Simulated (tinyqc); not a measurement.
Permittivity of the insulator from five potentials.

Problem. A node lies on a semiconductor-insulator interface. Steps: hs = tb/2 down into the semiconductor, ho = tox/2 up into the insulator, hy = L/5 sideways. The flux balance of its box reads eox (hy/ho)(above - node) + eps_r (hy/hs)(below - node) + [(eps_r hs + eox ho)/(2 hy)](left + right - 2 node) - q Na (hs/2) hy/eps0 = 0. Find eox.

Inputs (values chosen for the exercise); semiconductor permittivity close to that of gallium nitride: relative permittivity of the semiconductor eps_r = 9.43; body thickness tb = 5 nm; insulator thickness tox = 2.5 nm; channel length L = 29 nm; acceptor density of the depleted body Na = 0 cm^-3.

Constants: q = 1.602176634e-19 C, eps0 = 8.8541878128e-14 F/cm where lengths are in cm. Results are converted to the units shown.

psi (V): node 0.034240793, above -0.0013792189, below 0.085614349, left 0.11037861, right 0.079203160

Solution. The balance is linear in eox.

eox = 9.000

Numbers from tinyqc (`OMP_NUM_THREADS=1 python tinyqc.py 2480042 2480043 out.jsonl`; about 0.1 s on one thread of a shared Intel Xeon 2.30GHz).
